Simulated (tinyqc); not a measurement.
# Changing the Ge fraction x

Model: composition and strain of an epitaxial Si(1-x)Ge(x) layer from Raman and X-ray peaks. Computed by tinyqc, a small Python program. Command: `OMP_NUM_THREADS=1 python tinyqc.py 3027409 3027410 out.jsonl epiraman sweep`. One thread of a shared host (Intel(R) Xeon(R) Processor @ 2.30GHz), about 0.01 s of CPU time with the checks.

A (001) layer, biaxially strained in the plane. The Raman peaks follow empirical lines omega = w0 + c1 x + c3 x^3 + b eps (c3 for Si-Ge alone), with eps the in-plane strain.

Inputs (values chosen for the exercise, modelled on silicon-germanium):
```
quantity                        value      unit
degree of relaxation R           0.12         -
lattice constant of Si          5.431  angstrom
lattice constant of Ge          5.658  angstrom
bowing B                        0.029  angstrom
2 C12/C11 of Si                 0.774         -
2 C12/C11 of Ge                 0.752         -
Si-Si: w0                       521.1      1/cm
Si-Si: c1                       -66.6      1/cm
Si-Si: strain coefficient b      -758      1/cm
Si-Ge: w0                       399.9      1/cm
Si-Ge: c1                        24.1      1/cm
Si-Ge: c3                       -34.5      1/cm
Si-Ge: strain coefficient b      -571      1/cm
Ge-Ge: w0                       280.2      1/cm
Ge-Ge: c1                        18.8      1/cm
Ge-Ge: strain coefficient b      -475      1/cm
X-ray wavelength             1.540598  angstrom
```

Substrate: silicon.

Method:
- Relaxed lattice constant a(x) = a_Si + (a_Ge - a_Si) x - B x (1 - x).
- In-plane constant a_par = a_sub + R (a(x) - a_sub); eps = a_par/a(x) - 1; eps_perp = -(2 C12/C11) eps with 2 C12/C11 linear in x; a_perp = a(x) (1 + eps_perp).
- Insert x and eps in the three lines; the strain part is b eps.
- Bragg angle theta = arcsin(2 lambda/a) for (004), for the substrate with a_sub and the layer with a_perp; separation in arc seconds.

One run for each value; columns: (1) Ge fraction x; (2) Si-Si peak (1/cm); (3) Si-Ge peak (1/cm); (4) Ge-Ge peak (1/cm); (5) in-plane strain eps (per mille); (6) separation, layer less substrate (arcsec):
```
(1)      (2)     (3)     (4)      (5)      (6)
0.08  517.73  403.29  282.93   -2.589   -700.0
0.18  513.57  407.40  286.38   -5.887  -1583.6
0.29  509.06  411.53  290.21   -9.593  -2565.7
0.40  504.60  414.97  294.07  -13.378  -3557.5
0.50  500.60  417.28  297.62  -16.886  -4466.6
0.60  496.64  418.59  301.20  -20.454  -5382.1
0.71  492.35  418.62  305.16  -24.449  -6395.7
0.82  488.10  416.92  309.16  -28.512  -7415.2
0.92  484.28  413.63  312.82  -32.265  -8346.4
```

What does the table show, and why?

Over the rows, Si-Si peak (1/cm) falls from 518 to 484 (exponent d ln y / d ln x -0.0099 between the first rows and -0.068 between the last); Si-Ge peak (1/cm) goes from 403 through a maximum among these rows, 419 at 0.710, to 414; Ge-Ge peak (1/cm) rises from 283 to 313 (exponent d ln y / d ln x 0.015 between the first rows and 0.10 between the last). Composition and strain both change with x. The Si-Si peak moves by -39.8 per cm per unit x on average, against c1 = -66.6 without strain: eps moves towards compression as x grows, which offsets part of the fall, in proportion to 1 - R.

Caution (rows 0.0800, 0.180, 0.820, 0.920): near either end one of the like-atom peaks is weak, since its intensity follows the number of such bonds. Caution (rows 0.600, 0.710, 0.820, 0.920): strains above 2 % survive only in layers a few nanometres thick, and the linear relations lose accuracy.

Extremes, crossings and ranges named in words are read from the listed rows.
